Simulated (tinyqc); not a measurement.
Worked calculation: oxidation of curved silicon (wires and holes): cylindrical Deal-Grove kinetics with stress-retarded reaction. Computed by tinyqc, a small Python program that keeps every step. Command: `OMP_NUM_THREADS=1 python tinyqc.py 3021870 3021871 out.jsonl wireox walk`. One thread of a shared host (Intel(R) Xeon(R) Processor @ 2.30GHz), about 0.01 s of CPU time with the checks. Intermediate numbers are printed to about 7 digits and carried at full precision; extremes and crossings named in words are read from the listed rows.

Silicon fills r < a and oxide a < r < b. One volume of silicon gives 2.25 volumes of oxide, and the length is fixed.

Inputs (values chosen for the exercise, close to those used for silicon in dry oxygen):
```
quantity                       value        unit
prefactor B0                     795      um^2/h
activation energy E_B           1.23          eV
prefactor (B/A)0            4.96e+06        um/h
activation energy E_A           1.99          eV
starting silicon radius a0       100          nm
starting oxide x_i                 2          nm
viscosity prefactor eta0     2.1e-09        Pa s
viscosity energy E_eta          5.46          eV
critical shear stress s_c         54         MPa
activation volume V_k             10  angstrom^3
temperature T                    875           C
time t                          0.48           h
```

Shape: wire (convex).

Constants: k_B = 8.617333262e-05 eV/K.

## Planar constants and viscosity

B = B0 exp(-E_B/(k_B T)), B/A = (B/A)0 exp(-E_A/(k_B T)), eta = eta0 exp(E_eta/(k_B T)); 1 um = 1000 nm. Temperatures in kelvin are T(C) + 273.15.

B = 3171.832 nm^2/h

B/A = 9.128978 nm/h

low-stress viscosity eta = 1.944306e+15 Pa s

k_B T = 0.09893991 eV

## Rate at the start

Geometry: b^2 = b0^2 + 1.25 (a0^2 - a^2), b0 = a0 + x_i. Rate of oxide made per interface area: q = 1/[1/k + 2 a |ln(b/a)|/B], and |da/dt| = q/2.25. Reaction k = (B/A) exp(-sigma V_k/(k_B T)). New oxide pushes the old with radial speed u = 1.25 |da/dt| at r = a; the shear stress at radius r is s_c asinh(z a^2/r^2), z = 2 eta u/(a s_c) (Eyring flow), and the compressive normal stress at the interface is sigma = |int_a^b 2 s/r dr| = s_c |F(z) - F(z a^2/b^2)|, F(y) = int_0^y asinh(w)/w dw. q and sigma are solved together. 1 MPa angstrom^3 = 6.241509e-6 eV.

oxide radius b0 = 102 nm

rate q without stress = 9.026090 nm/h

normal stress sigma = 16.19849 MPa

factor on the reaction = 0.9898334

rate q with stress = 8.935349 nm/h

## State after time t

Integrate da/dt adaptively (tolerance 1e-8); a wire counts as consumed at a = 0.5 nm and a hole as closed at b = 0.5 nm. Planar reference: x^2 + A x = B t + x_i^2 + A x_i, A = B/(B/A).

silicon radius a = 98.13408 nm

oxide thickness = 6.106648 nm

normal stress at time t = 48.96565 MPa

planar thickness = 6.279916 nm

ratio to the planar thickness = 0.9724092

Stress now cuts the reaction constant to 97 % of its planar value. Caution: planar dry oxides this thin grow faster than Deal-Grove predicts. Caution: the oxide is taken as a purely viscous fluid in steady flow; elasticity, stress-dependent diffusion and thin-oxide enhancement are left out.

## Geometry alone against geometry with stress

A dash marks a stress-free run that has consumed the wire or closed the hole.

Oxide thickness (nm):
```
t (h)     planar  curved, no stress  curved, with stress    a (nm)  sigma (MPa)
0.0144   2.12991            2.12847             2.127138  99.94285     17.22259
0.0480   2.43267            2.42753             2.422794  99.80980     19.60157
0.0960   2.86428            2.85305             2.842762  99.62044     22.97486
0.1920   3.72435            3.69823             3.674426  99.24418     29.63476
0.3360   5.00670            4.95167             4.901967  98.68572     39.41744
0.4800   6.27992            6.18854             6.106650  98.13408     48.96566
0.7200   8.38216            8.21482             8.066688  97.22893     64.39734
0.9600  10.46041           10.19948             9.971041  96.34048     79.27754
```

At 0.96 h the thickness is 0.975 of the planar value from geometry alone and 0.953 with stress. On a wire the new oxide spreads over a larger circumference, which thins it, while the oxidant converges on a smaller interface. Stress takes 2 % off the stress-free value. Caution: elasticity of the oxide, stress-dependent diffusion and thin-oxide enhancement are left out.

Checks made by the program: large-radius limit against the planar law (relative difference 5e-09).
